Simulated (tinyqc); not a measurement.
# Changing the Ge fraction x

Model: composition and strain of an epitaxial Si(1-x)Ge(x) layer from Raman and X-ray peaks. Computed by tinyqc, a small Python program. Command: `OMP_NUM_THREADS=1 python tinyqc.py 3002678 3002679 out.jsonl epiraman sweep`. One thread of a shared host (Intel(R) Xeon(R) Processor @ 2.30GHz), about 0.01 s of CPU time with the checks.

A (001) layer, biaxially strained in the plane. The Raman peaks follow empirical lines omega = w0 + c1 x + c3 x^3 + b eps (c3 for Si-Ge alone), with eps the in-plane strain.

Inputs (values chosen for the exercise, modelled on silicon-germanium): degree of relaxation R = 0.92; lattice constant of Si = 5.431 angstrom; lattice constant of Ge = 5.658 angstrom; bowing B = 0.027 angstrom; 2 C12/C11 of Si = 0.773; 2 C12/C11 of Ge = 0.758; Si-Si: w0 = 520.8 1/cm; Si-Si: c1 = -64.4 1/cm; Si-Si: strain coefficient b = -744 1/cm; Si-Ge: w0 = 399.8 1/cm; Si-Ge: c1 = 24 1/cm; Si-Ge: c3 = -32.1 1/cm; Si-Ge: strain coefficient b = -586 1/cm; Ge-Ge: w0 = 280.2 1/cm; Ge-Ge: c1 = 19.7 1/cm; Ge-Ge: strain coefficient b = -419 1/cm; X-ray wavelength = 1.540598 angstrom.

Substrate: silicon.

Method:
- Relaxed lattice constant a(x) = a_Si + (a_Ge - a_Si) x - B x (1 - x).
- In-plane constant a_par = a_sub + R (a(x) - a_sub); eps = a_par/a(x) - 1; eps_perp = -(2 C12/C11) eps with 2 C12/C11 linear in x; a_perp = a(x) (1 + eps_perp).
- Insert x and eps in the three lines; the strain part is b eps.
- Bragg angle theta = arcsin(2 lambda/a) for (004), for the substrate with a_sub and the layer with a_perp; separation in arc seconds.

One run for each value; columns: (1) Ge fraction x; (2) Si-Si peak (1/cm); (3) Si-Ge peak (1/cm); (4) Ge-Ge peak (1/cm); (5) in-plane strain eps (per mille); (6) separation, layer less substrate (arcsec):
```
(1)      (2)     (3)     (4)      (5)      (6)
0.08  515.82  401.84  281.88  -0.2375   -447.5
0.18  509.61  404.25  283.97  -0.5395  -1015.3
0.29  502.78  406.49  286.28  -0.8781  -1650.0
0.40  495.95  408.06  288.59  -1.2231  -2294.9
0.50  489.75  408.69  290.70  -1.5421  -2889.8
0.60  483.55  408.36  292.80  -1.8662  -3492.4
0.71  476.73  406.66  295.12  -2.2283  -4163.8
0.82  469.92  403.30  297.44  -2.5961  -4843.8
0.92  463.74  398.60  299.55  -2.9352  -5468.9
```

Over the rows, Si-Si peak (1/cm) falls from 516 to 464 (exponent d ln y / d ln x -0.015 between the first rows and -0.12 between the last); Si-Ge peak (1/cm) goes from 402 through a maximum among these rows, 409 at 0.500, to 399; Ge-Ge peak (1/cm) rises from 282 to 300 (exponent d ln y / d ln x 0.0091 between the first rows and 0.061 between the last). Composition and strain both change with x. The Si-Si peak moves by -62.0 per cm per unit x on average, against c1 = -64.4 without strain: eps moves towards compression as x grows, which offsets part of the fall, in proportion to 1 - R.

Caution (rows 0.0800, 0.180, 0.820, 0.920): near either end one of the like-atom peaks is weak, since its intensity follows the number of such bonds.

Extremes, crossings and ranges named in words are read from the listed rows.
